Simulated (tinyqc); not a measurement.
## Polycrystalline film, grain-boundary barriers (Seto model): effect of the temperature

One-dimensional grains of size Lg with donors N; each boundary has Qt acceptor-like traps per area at one level Et below the band edge. Trapped electrons qt deplete a width w = qt/N (both sides together) and raise a barrier Vb = q N w^2/(8 eps0 eps_r). Current crosses the barriers by thermionic emission at small bias. Abrupt depletion, full ionisation, Boltzmann statistics.

Nc is given at 293 K and scales as (T/293 K)^1.5; mg and vc are fixed. Partly depleted grains: the density at the grain centre is n0 = N and qt = Qt/(1 + 2 (Nc/N) exp((Vb - Et)/Vt)). If that gives qt >= N Lg, the grains are fully depleted: qt = N Lg, w = Lg and n0 = 2 Nc exp((Vb - Et)/Vt)/(Qt/(N Lg) - 1). Resistivity: barriers rb = Vt exp(Vb/Vt)/(q n0 vc Lg), grain interior rg = (1 - w/Lg)/(q mg N); effective mobility 1/(q N (rb + rg)).

Values chosen for this exercise; values close to those of polycrystalline silicon:
```
symbol   value        unit                                                         meaning
eps_r     11.7                                  relative permittivity of the semiconductor
Lg         120          nm                                                      grain size
Qt      2.4e12       cm^-2                                      trap density at a boundary
N       1.2e17       cm^-3                                                   donor density
mg         170  cm^2/(V s)                                         mobility inside a grain
vc       4.5e6        cm/s                              collection velocity at the barrier
Nc      2.7e19       cm^-3  conduction-band density of states at the reference temperature
Et        0.48          eV                                  trap level below the band edge
```

Constants: q = 1.602176634e-19 C, kB = 1.380649e-23 J/K, Vt = kB T/q, eps0 = 8.8541878128e-14 F/cm where lengths are in cm. Results are converted to the units shown.

Effect of the temperature:

| T (K) | w/Lg | Vb (V) | n0 (cm^-3) | resistivity (ohm cm) |
|---|---|---|---|---|
| 220 | 1.000 | 0.3341 | 2.392e16 | 4.119e6 |
| 250 | 1.000 | 0.3341 | 7.297e16 | 1.851e5 |
| 280 | 0.9867 | 0.3253 | 1.200e17 | 1.661e4 |
| 310 | 0.9579 | 0.3065 | 1.200e17 | 2473 |
| 340 | 0.9281 | 0.2878 | 1.200e17 | 520.2 |
| 370 | 0.8976 | 0.2691 | 1.200e17 | 142.3 |
| 400 | 0.8661 | 0.2506 | 1.200e17 | 47.76 |
| 430 | 0.8338 | 0.2323 | 1.200e17 | 18.88 |

What does the comparison show?

As T goes from 220 to 430 K, the barrier falls from 0.334 to 0.232 V and the resistivity falls from 4.12e6 to 18.9 ohm cm. The grains are fully depleted in 2 of the 8 rows. The activation energy between the first two rows is 0.490 eV.

tinyqc, about 0.01 s, one thread, Intel Xeon 2.30GHz (shared host): `OMP_NUM_THREADS=1 python tinyqc.py 2610113 2610114 out.jsonl`
